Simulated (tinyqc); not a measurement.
Choosing the offset: vacuum evaporation: vapour pressure, source flux, thickness distribution, purity and step coverage. Computed by tinyqc, a small Python program. Command: `OMP_NUM_THREADS=1 python tinyqc.py 3114132 3114133 out.jsonl evap walk`. One thread of a shared host (Intel(R) Xeon(R) Processor @ 2.30GHz), about 0.01 s of CPU time with the checks.

Molecular flow, unit sticking of the metal, no re-evaporation. The background gas is taken as water vapour (18.015 g/mol, collision diameter 0.37 nm) at 300 K.

Inputs (values chosen for the exercise, modelled on silver, with constants for the liquid): directionality n = 3; source-to-wafer distance h = 48 cm; wafer radius R = 5 cm.

Method. Rotating wafer, source offset by s and facing upwards: thickness at radius r is the mean over the angle a of (1 + (r^2 + s^2 - 2 r s cos a)/h^2)^(-(n + 3)/2), by 360 equal steps; non-uniformity (max - min)/(max + min) over 21 radii from 0 to R. The curvature at the centre vanishes at s/h = sqrt(2/(n + 3)).

Against the offset:
```
s/h,centre thickness,edge over centre,non-uniformity (%)
0.0,1.0000,0.9681,1.6187
0.2,0.8890,0.9739,1.3209
0.4,0.6407,0.9874,0.6353
0.5,0.5120,0.9946,0.2700
0.6,0.3975,1.0012,0.0591
0.7,0.3023,1.0067,0.3329
0.8,0.2267,1.0110,0.5456
0.9,0.1686,1.0141,0.7004
1.1,0.0926,1.0175,0.8689
```

What follows from these numbers?

The best row, s/h = 0.6, has 0.059 % against 1.6 % on the axis, at the price of a rate lower by a factor 2.52; the small-wafer optimum is sqrt(2/(n + 3)) = 0.58.

Extremes, crossings and ranges named in words are read from the listed rows.
